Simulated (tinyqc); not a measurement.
Mass and gap go together: armchair graphene nanoribbon in tight binding.

An armchair ribbon of N dimer lines, width (N - 1) sqrt3 acc/2, period 3 acc, one pz orbital a site. In line n, A_n binds to B_n with -t exp(ik/3), times (1 + d) in the two edge lines, and to B_(n-1) and B_(n+1) with -t exp(-ik/6); k runs from -pi to pi. For d = 0 the modes across the ribbon are sin(n p pi/(N + 1)), p = 1 to N, with E = -/+ t sqrt(1 + 4 c^2 + 4 c cos(k/2)), c = cos(p pi/(N + 1)).

Constants: hbar^2/2m0 = 3.80998211 eV angstrom^2.

Values chosen for the exercise (near those used for graphene; shifted at random, so the results belong to these values and not to a real crystal):

| symbol | value | unit | meaning |
|---|---|---|---|
| t | 2.79 | eV | hopping |
| acc | 1.42 | angstrom | bond length |
| d1 | 0.13 |  | edge correction |
| N0 | 6 |  | first width |

Nine widths from N0 on. Lowest conduction band for d = d1: m/m0 = c q^2/(E(q) - E(0)) with q = h/(3 acc), h = 0.001, c = hbar^2/2m0. Dirac rule: m = Eg/(2 v^2), that is m/m0 = c Eg/(hbar v)^2 with hbar v = 3 t acc/2.

Masses:

| N | gap (eV) | mass (m0) | Dirac rule (m0) |
|---|---|---|---|
| 6 | 1.1363 | 0.0946 | 0.1226 |
| 7 | 1.6090 | 0.2160 | 0.1736 |
| 8 | 0.2314 | 0.0241 | 0.0250 |
| 9 | 0.7997 | 0.0714 | 0.0863 |
| 10 | 1.1535 | 0.1448 | 0.1244 |
| 11 | 0.1725 | 0.0181 | 0.0186 |
| 12 | 0.6168 | 0.0573 | 0.0665 |
| 13 | 0.8985 | 0.1089 | 0.0969 |
| 14 | 0.1376 | 0.0145 | 0.0148 |

What can be read from this table?

The ratio of mass to the Dirac rule runs from 0.77 (N = 6) to 1.24 (N = 7). Its mean is 0.82 for N = 3p, 1.18 for 3p+1 and 0.97 for 3p+2: the lowest modes of 3p and 3p+1 lie on opposite sides of the Dirac point, where the velocity along the ribbon differs. The largest gap (N = 7) and the heaviest mass (N = 7) belong to one ribbon.

Run: tinyqc, `OMP_NUM_THREADS=1 python tinyqc.py 1452652 1452653 out.jsonl`; Intel(R) Xeon(R) Processor @ 2.30GHz, one thread, shared host; about 0.02 s of CPU time with all checks.
